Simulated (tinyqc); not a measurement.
# Haynes-Shockley experiment: what a collector records, against the sweep field along the drift

A sheet injected at x = 0, t = 0 gives at x = L the signal n(t) = N0 exp(-t/tau - (L - v t)^2/(4 D t))/sqrt(4 pi D t), D = mu Vt, v = mu F. Its peak lies at tp = [-D + sqrt(D^2 + u^2 L^2)]/u^2, u^2 = v^2 + 4 D/tau; dt is the full width at half height. Simple readings: mobility L/(F tp), diffusion coefficient (L dt/tp)^2/(16 ln 2 tp). Area v times the integral of n over N0: (v/u) exp(L (v - u)/(2 D)).

Parameters, values chosen for the exercise:
```
symbol,value,unit,meaning
T,300,K,temperature
mu,394,cm^2/(V s),minority-carrier mobility
tau,0.00031,s,lifetime
L,1900,um,distance from injector to collector
```

Constants: q = 1.602176634e-19 C, kB = 1.380649e-23 J/K, Vt = kB T/q. Results are converted to the units shown.

Results:

| F (V/cm) | L/v (us) | tp (us) | dt (us) | apparent mobility (cm^2/(V s)) | apparent D (cm^2/s) | area | exp(-L/(v tau)) |
|---|---|---|---|---|---|---|---|
| 0.65 | 741.9 | 379.5 | 458.4 | 770.3 | 12.52 | 0.1001 | 0.09134 |
| 1.1 | 438.4 | 305.9 | 324.5 | 564.7 | 11.97 | 0.2247 | 0.2431 |
| 2 | 241.1 | 205.9 | 174.2 | 461.3 | 11.32 | 0.4332 | 0.4594 |
| 3.4 | 141.8 | 131.7 | 87.39 | 424.2 | 10.88 | 0.6158 | 0.6328 |
| 10 | 48.22 | 47.37 | 18.45 | 401.1 | 10.42 | 0.8526 | 0.8559 |
| 18 | 26.79 | 26.55 | 7.704 | 397.5 | 10.32 | 0.9161 | 0.9172 |
| 31 | 15.56 | 15.48 | 3.420 | 395.9 | 10.26 | 0.9506 | 0.9511 |

Estimate the missing row, F = 5.9 V/cm.

Computed row:

| F (V/cm) | L/v (us) | tp (us) | dt (us) | apparent mobility (cm^2/(V s)) | apparent D (cm^2/s) | area | exp(-L/(v tau)) |
|---|---|---|---|---|---|---|---|
| 5.9 | 81.73 | 78.94 | 40.00 | 408.0 | 10.59 | 0.7603 | 0.7682 |

With this row back in the table: True values: mu = 394 cm^2/(V s), D = 10.2 cm^2/s. The apparent mobility is 96 % above the true one in the first row and 0.48 % above it in the last, and the apparent D 23 % above and 0.75 % above D. The peak always comes before L/v, since spreading and decay both weigh down the later part of the signal; the shift is 49 % and 0.48 % in these rows.

Program tinyqc, `OMP_NUM_THREADS=1 python tinyqc.py 2310015 2310016 out.jsonl`; Intel Xeon 2.30GHz, shared host, one thread, about 0.01 s.
